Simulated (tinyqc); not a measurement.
MOS capacitor on an n-type substrate, surface potential from the exact charge relation: course of the Newton iteration.

Uniform n-type substrate, Boltzmann statistics, full ionisation, classical densities. psi is the surface potential against the body (positive when the bands bend down) and u = -psi/Vt. Traps are spread evenly over the gap and neutral at flat band, so their charge is -q Dit psi; the minority quasi-Fermi level is shifted by Vb.

ni = sqrt(Nc Nv) exp(-Eg/(2 Vt)), Eg in volts; phiF = Vt ln(N/ni); Cox = eps0 eox/tox; Vfb = phiM - chi - Vt ln(Nc/N) - q Nf/Cox; Q0 = sqrt(2 eps0 eps_r q N Vt); r = (ni/N)^2 exp(-Vb/Vt); VT = Vfb - [(2 phiF + Vb)(1 + q Dit/Cox) + sqrt(2 eps0 eps_r q N (2 phiF + Vb))/Cox].

Start: psi = Vg - Vfb (all of the voltage in the semiconductor).

u = -psi/Vt; F^2 = exp(-u) + u - 1 + r (exp(u) - u - 1); Qs = +sign(u) Q0 F; Cs = -dQs/dpsi = (Q0/Vt) |1 - exp(-u) + r (exp(u) - 1)|/(2 F). f = Vfb + psi + (q Dit psi - Qs)/Cox - Vg, f' = 1 + (Cs + q Dit)/Cox, psi(new) = psi - f/f'.

Stop when the step is below 1e-10 V, or after 12 iterations.

Parameters, values chosen for the exercise; band and dielectric values close to those of silicon: temperature T = 400 K; band gap Eg = 1.14 eV; relative permittivity eps_r = 11.8; conduction-band density of states at T Nc = 4.31e19 cm^-3; valence-band density of states at T Nv = 4.11e19 cm^-3; electron affinity chi = 4.03 eV; donor density of the substrate N = 4.8e15 cm^-3; relative permittivity of the gate insulator (close to aluminium oxide) eox = 9.2; insulator thickness tox = 13 nm; gate work function phiM = 4.53 eV; fixed charge at the interface, in units of q Nf = 0 cm^-2; density of interface traps Dit = 0 cm^-2 eV^-1; reverse bias of the inversion layer against the body Vb = 0 V; gate voltage against the body Vg = -1.21 V.

Constants: q = 1.602176634e-19 C, kB = 1.380649e-23 J/K, Vt = kB T/q, eps0 = 8.8541878128e-14 F/cm where lengths are in cm. Results are converted to the units shown.

Course of the iteration:

| iteration | psi before the step (V) | f (V) | step (V) |
|---|---|---|---|
| 1 | -1.39624 | -4280 | 0.0689 |
| 2 | -1.32730 | -1580 | 0.0689 |
| 3 | -1.25837 | -580 | 0.0689 |
| 4 | -1.18945 | -213 | 0.0688 |
| 5 | -1.12060 | -78.3 | 0.0686 |
| 6 | -1.05197 | -28.7 | 0.0680 |
| 7 | -0.984006 | -10.4 | 0.0659 |
| 8 | -0.918107 | -3.69 | 0.0600 |
| 9 | -0.858060 | -1.21 | 0.0459 |
| 10 | -0.812150 | -0.314 | 0.0224 |
| 11 | -0.789704 | -0.0428 | 4.14e-3 |
| 12 | -0.785569 | -1.14e-3 | 1.17e-4 |

Did this iteration meet its convergence test, and what does its course show?

No. Not converged within 12 iterations. In 6 iterations the step is within 3 % of 2 Vt = 68.9 mV: there Qs grows as exp(|u|/2), and a Newton step on such an exponential moves psi by 2 Vt whatever the distance left. A rerun from another start, psi = Vg - Vfb, limited to the range from +4 Vt to -(2 phiF + Vb + 4 Vt), converges in 9 iterations.

tinyqc, about 0.01 s, one thread, Intel Xeon 2.30GHz (shared host): `OMP_NUM_THREADS=1 python tinyqc.py 2060152 2060153 out.jsonl`
